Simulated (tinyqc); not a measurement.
Beam energy: resolution against speed: sputter depth profiling of a dopant layer: erosion rate, quantification and the mixing-roughness response. Computed by tinyqc, a small Python program. Command: `OMP_NUM_THREADS=1 python tinyqc.py 3027106 3027107 out.jsonl sims walk`. One thread of a shared host (Intel(R) Xeon(R) Processor @ 2.30GHz), about 0.01 s of CPU time with the checks.

A rastered ion beam erodes silicon (49.94 atoms per nm^3). The measured profile is the true one convolved with a depth response.

Inputs (values chosen for the exercise, modelled on a dopant in silicon under an oxygen or caesium beam):

| quantity | value | unit |
|---|---|---|
| beam energy E | 0.51 | keV |
| beam current | 340 | nA |
| raster side | 500 | um |
| sputter yield at 1 keV | 0.52 | - |
| mixing length at 1 keV | 1.9 | nm |
| roughness sigma | 1.5 | nm |
| depth of the layer z0 | 38 | nm |
| sheet density Q | 4.8e+12 | 1/cm^2 |
| relative sensitivity factor RSF | 3.6e+20 | 1/cm^3 |
| matrix count rate | 3.2e+06 | 1/s |
| background count rate | 1.3 | 1/s |
| counting time per point | 0.5 | s |
| level that defines the junction C_B | 4e+16 | 1/cm^3 |

True profile: delta layer.

Constants: e = 1.602176634e-19 C.

Method:
- Scaling chosen for the exercise: yield Y = Y1 E^0.5, mixing length w = w1 E^0.5 (E in keV).
- Erosion rate = Y I/(e x raster^2 x density); depth step = rate x counting time; concentration = RSF x counts/matrix counts; detection limit = RSF x 3 sqrt(background x time)/(matrix rate x time).
- Mixing alone turns a layer at z0 into (1/w) exp(-(z - z0 + w)/w) for z > z0 - w; roughness adds a Gaussian of width sigma. With x = z - z0 + w: g(x) = (1/(2w)) exp(sigma^2/(2 w^2) - x/w) erfc((sigma/w - x/sigma)/sqrt2), and its integral G(x) = (1/2) erfc(-x/(sigma sqrt2)) - w g(x). Measured: Q g(x), 1 nm = 1e-7 cm.
- Width = full width at half maximum; the apparent junction is the deep point where the profile falls to C_B; time to profile to twice z0 = 2 z0/erosion rate, at fixed current.

erosion rate = 0.0631202 nm/s

Measured values:

| E (keV) | w (nm) | peak (1/cm^3) | width (nm) | apparent junction (nm) | time (min) |
|---|---|---|---|---|---|
| 0.15 | 0.7359 | 1.1680e+19 | 3.8295 | 44.233 | 37.003 |
| 0.25 | 0.9500 | 1.1197e+19 | 3.9663 | 45.018 | 28.662 |
| 0.50 | 1.3435 | 1.0334e+19 | 4.2296 | 46.623 | 20.267 |
| 1.00 | 1.9000 | 9.2500e+18 | 4.6116 | 48.944 | 14.331 |
| 2.00 | 2.6870 | 8.0140e+18 | 5.1596 | 52.127 | 10.134 |
| 4.00 | 3.8000 | 6.7213e+18 | 5.9479 | 56.365 | 7.166 |
| 8.00 | 5.3740 | 5.4679e+18 | 7.0825 | 61.901 | 5.067 |

What follows from these numbers?

From the highest to the lowest energy the width goes from 7.08 to 3.83 nm, towards the floor set by roughness, 2.355 sigma = 3.53 nm, and the junction error from 23.9 to 6.23 nm, at 7.3 times the time. Extrapolating the tail slope to zero energy separates mixing from real diffusion. Caution: the surface transient, segregation under the beam and the growth of roughness with depth are left out, and real yields fall faster near the sputter threshold.

Extremes, crossings and ranges named in words are read from the listed rows.
